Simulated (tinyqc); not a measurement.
# Avrami exponent and activation energy from three anneals

Problem. Isothermal crystallisation follows X = 1 - exp(-(k t)^n) with k proportional to exp(-Ec q/(kB T)). Find n, k at both temperatures and Ec.

Constants: q = 1.602176634e-19 C, kB = 1.380649e-23 J/K. Results are converted to the units shown.

X at (449 K, 510 s), (449 K, 1020 s) and (469 K, 40 s): 0.15053253  0.84209823  0.35945676

Answer. -ln(1 - X) = (k t)^n: the two times give n, and the two rates give Ec.

n = 3.50
k at 449 K = 0.00117 1/s
k at 469 K = 0.0198 1/s
Ec = 2.57 eV

Computed by the program tinyqc: `OMP_NUM_THREADS=1 python tinyqc.py 2490043 2490044 out.jsonl`, one thread of a shared Intel Xeon 2.30GHz, about 0.02 s for the whole run.
